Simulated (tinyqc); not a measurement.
## Doping and flat-band voltage from two insulator thicknesses

Inverse problem. A junctionless wire is fully depleted at VT = Vfb - q Nd R^2/(4 eps0 eps_r) - q Nd R^2 ln(1 + tox/R)/(2 eps0 eox). Find Nd and Vfb.

Inputs (values chosen for the exercise); material values those of a made-up semiconductor:
- eps_r = 9.6 (relative permittivity of the semiconductor)
- eox = 9 (relative permittivity of the gate insulator)
- R = 4 nm (wire radius)

Constants: q = 1.602176634e-19 C, eps0 = 8.8541878128e-14 F/cm where lengths are in cm. Results are converted to the units shown.

VT at tox = 4.8 and 11 nm (V): [0.39587240, 0.31352484]

Solution. The difference of the thresholds is proportional to Nd and holds no Vfb.

Nd = 9.600e18 cm^-3
Vfb = 0.5900 V

Program tinyqc, `OMP_NUM_THREADS=1 python tinyqc.py 2460043 2460044 out.jsonl`; Intel Xeon 2.30GHz, shared host, one thread, about 0.01 s.
